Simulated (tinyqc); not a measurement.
Single-domain magnet: Stoner-Wohlfarth switching, Neel-Arrhenius retention, LLG dynamics and spin torque: one step, computed by the program tinyqc.

The moment is uniform, with unit vector m; z is the easy axis. mu_0 = 1.25663706212e-6 T m/A, gamma = 1.76085963023e11 rad/(s T).

Question. Spin-transfer switching. For axial symmetry and a polariser along z: I_c0 = (4 e alpha/(hbar eta)) K_eff V; relaxation time tau_D = (1 + alpha^2)/(alpha gamma mu_0 H_K); thermal start angle theta_0 = 1/sqrt(2 Delta); switching time about tau_D ln(pi/(2 theta_0))/(I/I_c0 - 1); precession frequency gamma mu_0 H_K/(2 pi (1 + alpha^2)).

Inputs (values chosen for the exercise, for a model magnet):
```
quantity                    value  unit
temperature T                 300     K
damping alpha               0.016     -
spin-torque efficiency eta   0.44     -
drive I/I_c0                  2.9     -
```

Shape: thin disc, easy axis normal to it.

K_eff = 51.31966 kJ/m^3

volume V = 7184.508 nm^3

stability factor Delta = 89.01768

anisotropy field mu_0 H_K = 0.1869569 T

Constants: e = 1.602176634e-19 C; hbar = 1.054571817e-34 J s.

Give: critical current I_c0; Delta/I_c0; tau_D; switching time, estimate; precession frequency.

Answer.

critical current I_c0 = 81.48 microampere

Delta/I_c0 = 1.093 1/microampere

tau_D = 1.899 ns

switching time, estimate = 3.041 ns

precession frequency = 5.238 GHz

Caution: a flat cylinder has a smaller N_z than the spheroid of the same t/d, so K_eff of a real disc is larger.
